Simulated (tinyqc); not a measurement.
Optical gain and spontaneous emission in a bulk direct-gap semiconductor, step by step. Values are carried at full precision from step to step, so a last printed digit may differ when a step is redone from the rounded ones.

F_j(eta) = (1/Gamma(j + 1)) integral_0^infinity x^j dx/(1 + exp(x - eta)), which tends to exp(eta) for eta << 0.

Quasi-Fermi levels: n = Nc F_1/2(Fc/kT) and p = Nv F_1/2(Fv/kT), Fc counted up from the conduction edge and Fv down from the valence edge; Nc, Nv from N = 2 (m kB T/(4 pi c))^(3/2) with c = hbar^2/2m0, in 1/angstrom^3; times 1e24 for 1/cm^3, with me and (mhh^(3/2) + mlh^(3/2))^(2/3).

Constants: hbar^2/2m0 = 3.80998211 eV angstrom^2; kB = 8.617333262e-05 eV/K; fine-structure constant alpha = 0.007297352564; hbar = 6.58211957e-16 eV s; hbar c = 1973.269805 eV angstrom.

Values chosen for the exercise (near those of GaAs; shifted at random, so the results belong to these values and not to a real crystal):
```
symbol  value    unit    meaning
me      0.0666   m0      electron mass
mhh     0.516    m0      heavy-hole mass
mlh     0.0811   m0      light-hole mass
n       2.2e+18  1/cm^3  injected density, n = p
T       300      K
Eg      1.425    eV      direct gap
Ep      25.3     eV      Kane energy
nr      3.65             refractive index
E       1.455    eV      photon energy
```

## Quasi-Fermi levels

Solve for Fc and Fv.

kT = 0.025852 eV
Nc = 4.313e+17 1/cm^3
Nv = 9.881e+18 1/cm^3
Fc = 0.0859 eV
Fv = -0.0368 eV
Fc + Fv = 0.0491 eV

The separation of the quasi-Fermi levels exceeds the gap, so photons between Eg and Eg + (Fc + Fv) see gain. The quasi-Fermi level of the electrons lies inside the band, that of the holes in the gap.

## Absorption of the empty crystal

Parabolic bands, vertical transitions, no excitons. For each hole band j: mr = me mj/(me + mj); joint density of states J_j(E) = (mr/c)^(3/2) sqrt(E - Eg)/(2 pi^2), both spins, c = hbar^2/2m0; averaged matrix element |e.p|^2 = m0 Ep/6; alpha_j(E) = 4 pi^2 alpha_f c Ep J_j/(3 nr E) in 1/angstrom (alpha_f the fine-structure constant, listed as alpha among the constants), times 1e8 for 1/cm.

Evaluate at E for heavy and light holes.

mr, J and alpha of each hole band:
```
hole   mr (m0)  J (1/(eV angstrom^3))  alpha (1/cm)
heavy  0.05899              1.690e-05        2946.2
light  0.03657              8.251e-06        1438.2
```

The heavy-hole band gives 67 % of the total, 4384 1/cm.

## Occupations and gain at E

For band j the electron sits at Ee = (E - Eg) mr/me above its edge and the hole at Eh = (E - Eg) mr/mj; fe = 1/(1 + exp((Ee - Fc)/kT)), fh = 1/(1 + exp((Eh - Fv)/kT)); gain g = sum_j alpha_j (fe + fh - 1).

Use mr and alpha from the table.

Energies, occupations and gain of each hole band:
```
hole   Ee (eV)  Eh (eV)     fe     fh  g (1/cm)
heavy   0.0266   0.0034  0.908  0.174       243
light   0.0165   0.0135  0.936  0.125        88
```

total gain = 331 1/cm

E - Eg = 0.0300 eV is below Fc + Fv = 0.0491 eV, so both bands give gain (Bernard-Duraffourg).

## Spontaneous emission

Spontaneous rate: R = integral of (nr E/(hbar c))^2/(pi^2 hbar) sum_j alpha_j fe fh dE, with alpha in 1/cm and (nr E/(hbar c))^2 in 1/cm^2 (1e16 per 1/angstrom^2); B = R/(n p); lifetime n/R.

Integrate over photon energy.

R = 8.39e+26 1/(cm^3 s)
B = 1.73e-10 cm^3/s
radiative lifetime = 2.62 ns

## Checks

- B at n = 1e13 1/cm^3 against the van Roosbroeck-Shockley value from alpha and ni^2 (cm^3/s): both 2.45e-10.

tinyqc: `OMP_NUM_THREADS=1 python tinyqc.py 1652523 1652524 out.jsonl`; about 0.07 s, one thread, shared Intel(R) Xeon(R) Processor @ 2.30GHz.
